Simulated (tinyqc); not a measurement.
Resistance of a source-drain extension with a graded tip: one step of the calculation.

y runs along the channel, the gate covers y > 0. The doping is N0 for y < y0 and N0 10^(-(y - y0)/la) beyond, uniform over the depth xj. Sheet conductance s(y) = q mu(N) max(N - Nch, 0) xj + (for y > 0) ma Cox Vo, with mu(N) = u0 + (u1 - u0)/(1 + (N/Nr)^au) and Cox = eps0 eox/tox. Current is taken as one-dimensional; depletion of the tip, spreading and the contact are left out. The metallurgical junction lies at yj, where N = Nch.

Problem. Resistance of the overlapped part. Midpoint rule on 12 equal steps from 0 to yj: R_ov = sum h/s(y), per width.

Parameters, values chosen for the exercise; mobility law close to that of holes in silicon:

| symbol | value | unit | meaning |
|---|---|---|---|
| eox | 3.9 |  | relative permittivity of the gate insulator (close to silicon dioxide) |
| tox | 2.1 | nm | insulator thickness |
| N0 | 6.4e19 | cm^-3 | active doping of the extension far from the gate |
| la | 2.3 | nm/decade | lateral abruptness |
| y0 | 2.5 | nm | position under the gate where the fall begins (gate edge at 0) |
| xj | 20 | nm | depth of the extension |
| Nch | 3.4e18 | cm^-3 | channel doping |
| Vo | 0.33 | V | gate overdrive |
| ma | 92 | cm^2/(V s) | mobility of the gate-induced layer |
| u1 | 470.5 | cm^2/(V s) | mobility at low doping |
| u0 | 44.9 | cm^2/(V s) | mobility at high doping |
| Nr | 2.23e17 | cm^-3 | reference doping |
| au | 0.719 |  | exponent |

Constants: q = 1.602176634e-19 C, eps0 = 8.8541878128e-14 F/cm where lengths are in cm. Results are converted to the units shown.

Wanted: y; N; doped conductance; sheet resistance; R_ov.

Solution.

```
point  y (nm)  N (cm^-3)  doped conductance (uS)  sheet resistance (ohm/square)
0      0.2263   6.400e19                    1011                          942.8
1      0.6790   6.400e19                    1011                          942.8
2       1.132   6.400e19                    1011                          942.8
3       1.584   6.400e19                    1011                          942.8
4       2.037   6.400e19                    1011                          942.8
5       2.490   6.400e19                    1011                          942.8
6       2.942   4.111e19                   660.6                           1408
7       3.395   2.613e19                   424.7                           2107
8       3.848   1.661e19                   267.7                           3148
9       4.300   1.056e19                   160.3                           4756
10      4.753   6.709e18                   83.55                           7492
11      5.205   4.265e18                   25.06                        1.334e4
```

R_ov = 17.16 ohm um

Computed by the program tinyqc: `OMP_NUM_THREADS=1 python tinyqc.py 2282092 2282093 out.jsonl`, one thread of a shared Intel Xeon 2.30GHz, about 0.05 s for the whole run.
